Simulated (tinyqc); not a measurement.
Worked calculation: CID on RHF in the 6-31g basis, for He, spin multiplicity 1. Computed by tinyqc, a small Python program that keeps every step (integrals from PySCF). Settings: charge = 0, multiplicity = 1, basis = 6-31g, method = RHF, energy threshold = 1e-10, iteration cap = 56, orthogonalisation = symmetric, start = atomic densities, DIIS depth = 6, ci = CID. Command: `OMP_NUM_THREADS=1 python tinyqc.py 31671 31672 out.jsonl` (the two numbers bound the seeds that draw the settings). One thread of a shared host (Intel(R) Xeon(R) Processor @ 2.60GHz), about 0.07 s of CPU time with the checks. The early iterations of the SCF are left out here.

## One-electron integrals

Geometry (angstrom):
```
atom         x         y         z
He    0.000000  0.000000  0.000000
```

Basis 6-31g: exponents (1/bohr^2) and contraction coefficients of normalised primitives:
```
element  l (shell)   exponent  coefficient
He           s (1)  38.421634     0.040140
He           s (1)   5.778030     0.261246
He           s (1)   1.241774     0.793185
He           s (2)   0.297964     1.000000
```

Overlap, kinetic and nuclear-attraction integrals over the contracted functions; the nuclear repulsion is the sum of Za Zb / Rab.

nuclear repulsion = 0 hartree

overlap S, order 1He 1s, 1He 2s:
$$\begin{pmatrix}
1.000000 & 0.634148 \\
0.634148 & 1.000000
\end{pmatrix}$$

kinetic energy T (hartree), order 1He 1s, 1He 2s:
$$\begin{pmatrix}
2.925655 & 0.467227 \\
0.467227 & 0.446946
\end{pmatrix}$$

nuclear attraction V (hartree), order 1He 1s, 1He 2s:
$$\begin{pmatrix}
-4.805281 & -2.013636 \\
-2.013636 & -1.742136
\end{pmatrix}$$

core Hamiltonian H = T + V (hartree), order 1He 1s, 1He 2s:
$$\begin{pmatrix}
-1.879626 & -1.546409 \\
-1.546409 & -1.295190
\end{pmatrix}$$

## Two-electron integrals

Functions are numbered as in S; the eight-fold symmetry (ij|kl) = (ji|kl) = (kl|ij) leaves the list below.

Two-electron integrals (ij|kl) in chemists' order, unique and non-zero (hartree):
```
(11|11) 1.543936   (21|11) 0.785447   (21|21) 0.427025   (22|11) 0.803952
(22|21) 0.476190   (22|22) 0.615938
```

## Orthogonalisation

S = U s U^T; symmetric (Loewdin) form X = U s^(-1/2) U^T, so that X^T S X = 1.

eigenvalues of S: [0.365852, 1.634148]

X, order 1He 1s, 1He 2s:
$$\begin{pmatrix}
1.217774 & -0.435508 \\
-0.435508 & 1.217774
\end{pmatrix}$$

## Iteration 4 (converged): orbitals

converged F (hartree), order 1He 1s, 1He 2s:
$$\begin{pmatrix}
-0.549218 & -1.000372 \\
-1.000372 & -0.429150
\end{pmatrix}$$

Diagonalise F' = X^T F X, C = X C', fill 1 alpha and 1 beta electrons from the bottom; D = 2 C_occ C_occ^T. Each column has its largest component positive (the first on a tie).

F' = X^T F X (hartree):
$$\begin{pmatrix}
0.165224 & -1.154385 \\
-1.154385 & 0.320508
\end{pmatrix}$$

orbital energies (hartree): MO1 -0.914127, MO2 1.399859

coefficients C, order 1He 1s, 1He 2s:
$$\begin{pmatrix}
0.592081 & -1.149818 \\
0.513586 & 1.186959
\end{pmatrix}$$

D after iteration 4, order 1He 1s, 1He 2s:
$$\begin{pmatrix}
0.701120 & 0.608169 \\
0.608169 & 0.527541
\end{pmatrix}$$

## Convergence

Stop when the energy changes by less than 1e-10 hartree and every element of the error matrix X^T (F D S - S D F) X is below 3e-06.

Course of the cycle:
```
iteration  E (hartree)     change  largest element of the error matrix
1          -2.85513792          -                             9.81e-03
2          -2.85516030  -2.24e-05                             7.42e-04
3          -2.85516043  -1.29e-07                             5.57e-08
4          -2.85516043  -8.88e-16                             2.56e-08
```

PySCF RHF in the same basis = -2.85516043 hartree

Converged in 4 iterations.

## Integrals over molecular orbitals

(pq|rs) = sum C_ip C_jq C_kr C_ls (ij|kl), one index at a time.

one-electron integrals over orbitals h = C^T H C (hartree):
$$\begin{pmatrix}
-1.941034 & 0.316490 \\
0.316490 & -0.088737
\end{pmatrix}$$

Two-electron integrals over orbitals (pq|rs), unique and non-zero (hartree):
```
(11|11) 1.026907    (21|11) -0.316490   (21|21) 0.227670    (22|11) 0.858133
(22|21) -0.255554   (22|22) 0.766363
```

## CID: determinants and Hamiltonian

Hartree-Fock energy = -2.85516043 hartree

Slater-Condon rules over spin orbitals, with the nuclear repulsion added and E(HF) subtracted on the diagonal. Only determinants linked to the reference directly or through others are kept (one block of an abelian symmetry group), so some states are absent.

Occupation strings over the orbitals (2 doubly, a alpha, b beta, 0 empty; spin orbitals ordered 1a 1b 2a 2b ...): 20 02

H - E(HF) between determinants (hartree), order 20, 02:
$$\begin{pmatrix}
0.000000 & 0.227670 \\
0.227670 & 3.444050
\end{pmatrix}$$

## CID: roots

Diagonalise (each vector has its largest component positive (the first on a tie)); all determinants have Ms = 0, so triplets appear too. The lowest singlet root is the correlation energy.

lowest roots of this matrix, relative to E(HF) (hartree): [-0.014985, 3.459035]

lowest vectors, order 20, 02:
$$\begin{pmatrix}
0.997841 & 0.065677 \\
-0.065677 & 0.997841
\end{pmatrix}$$

<S^2> of these roots: [0.000000, 0.000000]

weight of the ground state by excitation level 0, 1, 2, ...: [0.995687, 0.000000, 0.004313]
